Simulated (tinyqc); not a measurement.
Nuclear against electronic stopping over energy: ion implantation: universal nuclear stopping, Lindhard-Scharff electronic stopping and a Gaussian range profile. Computed by tinyqc, a small Python program. Command: `OMP_NUM_THREADS=1 python tinyqc.py 3012820 3012821 out.jsonl implant walk`. One thread of a shared host (Intel(R) Xeon(R) Processor @ 2.30GHz), about 0.06 s of CPU time with the checks.

An ion slows by elastic collisions with screened nuclei and by friction with electrons; channelling is ignored and the target is uniform.

Inputs (values chosen for the exercise, modelled on oxygen ions in aluminium):
```
quantity                               value    unit
ion atomic number Z1                       8       -
ion mass M1                               16       u
target atomic number Z2                   13       -
target mass M2                         26.98       u
target density N                        60.2  1/nm^3
scale factor of electronic stopping k    1.3       -
```

Method:
- Reduced energy eps = 32.53 M2 E/(Z1 Z2 (M1 + M2)(Z1^0.23 + Z2^0.23)), E in keV; s_n = ln(1 + 1.1383 eps)/(2 (eps + 0.01321 eps^0.21226 + 0.19593 eps^0.5)) for eps up to 30 and ln(eps)/(2 eps) above; S_n = 8.462 Z1 Z2 M1 s_n/((M1 + M2)(Z1^0.23 + Z2^0.23)) in 1e-15 eV cm^2.
- S_e = k 3.83 Z1^(7/6) Z2/(Z1^(2/3) + Z2^(2/3))^(3/2) sqrt(E/M1) in 1e-15 eV cm^2, E in keV.
- Path length R = int_0^E dE'/(N (S_n + S_e)); energy lost to nuclei nu = int_0^E S_n/(S_n + S_e) dE' (both with E' = E y^3 and 64 Gauss-Legendre points in y).

Stopping (1e-15 eV cm^2) and range:
```
E (keV)         eps     S_n     S_e  R (nm)     nu/E
1        5.7459e-02  27.207    6.22    8.30  0.83880
2        1.1492e-01  31.068    8.80   12.79  0.81722
5        2.8730e-01  33.701   13.92   24.04  0.77151
10       5.7459e-01  32.827   19.68   40.52  0.71782
20       1.1492e+00  29.206   27.83   70.74  0.64123
50       2.8730e+00  21.601   44.01  151.88  0.50141
100      5.7459e+00  15.533   62.24  267.80  0.37812
200      1.1492e+01  10.411   88.02  456.49  0.26104
500      2.8730e+01   5.657  139.17  866.54  0.14212
```

Nuclear stopping peaks near 5 keV among these rows (eps = 0.29; the universal curve peaks near 0.3). Electronic stopping overtakes it between 20 and 50 keV. The path length grows as E^0.62 at the low end and E^0.70 at the high end; constant stopping would give E^1, and stopping that rises with E, be it nuclear (below its peak) or electronic, gives a lower exponent.

Extremes, crossings and ranges named in words are read from the listed rows.
